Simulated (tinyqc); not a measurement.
What a faster ramp buys: rapid thermal processing of a wafer: radiative balance, ramp and cooling, pattern effects, pyrometer error and spike budget. Computed by tinyqc, a small Python program. Command: `OMP_NUM_THREADS=1 python tinyqc.py 3113789 3113790 out.jsonl rtp walk`. One thread of a shared host (Intel(R) Xeon(R) Processor @ 2.30GHz), about 0.04 s of CPU time with the checks.

The wafer is opaque and uniform through its thickness unless said otherwise; temperatures in formulas are in kelvin (C + 273.15). sigma = 5.670374419e-12 W/(cm^2 K^4).

Inputs (values chosen for the exercise, modelled on a hot silicon wafer):
```
quantity,value,unit
wafer thickness d,725,micrometre
heat capacity per volume C,2,J/(cm^3 K)
thermal conductivity k,0.27,W/(cm K)
emissivity eps of each face,0.59,-
reflectivity of the chamber walls r,0.76,-
"gas heat-transfer coefficient h, both faces together",0.68,mW/(cm^2 K)
wall temperature T_w,500,K
process temperature,834,C
starting temperature,400,C
ramp rate,100,K/s
activation energy of the process E_a,1.24,eV
```

Constants: k_B = 8.617333262e-05 eV/K.

Method:
- Effective emissivity between parallel grey plates: eps_eff = 1/(1/eps + 1/(1 - r) - 1). Loss per area q(T) = 2 eps_eff sigma (T^4 - T_w^4) + h (T - T_w).
- Absorbed power during a ramp = q(T) + C d x ramp rate; thermal time constant tau = C d/(dq/dT), dq/dT = 8 eps_eff sigma T^3 + h; natural cooling rate q/(C d); front-to-back difference under one-sided heating at the end of the ramp = (absorbed power) d/(2 k).
- Cooling with the lamps off: C d dT/dt = -q(T), integrated adaptively (relative tolerance 1e-10).
- Spike anneal: linear ramp to the peak, then lamps off. Equivalent time at the peak = int exp(-(E_a/k_B)(1/T - 1/T_peak)) dt; estimate (k_B T^2/E_a)(1/ramp rate + 1/cooling rate). The ramp part uses 4000 trapezoid steps, the cooling part 4000 steps over 4 tau.

time constant tau = 10.8670 s

holding power q = 3.77208 W/cm^2

natural cooling rate = 26.0144 K/s

Against the ramp rate:
```
ramp (K/s),ramp part (s),cooling part (s),total (s),power at the peak (W/cm^2)
10,7.4414,3.7999,11.241,5.22
25,2.9765,3.7999,6.776,7.40
50,1.4883,3.7999,5.288,11.02
100,0.7441,3.7999,4.544,18.27
250,0.2977,3.7999,4.098,40.02
500,0.1488,3.7999,3.949,76.27
1000,0.0744,3.7999,3.874,148.77
```

From 10 to 100 K/s the total falls by a factor 2.5, from 100 to 1000 K/s by 1.17: the cooling part, 3.80 s, is a floor, and the natural cooling rate here is 26.0 K/s.

Extremes, crossings and ranges named in words are read from the listed rows.
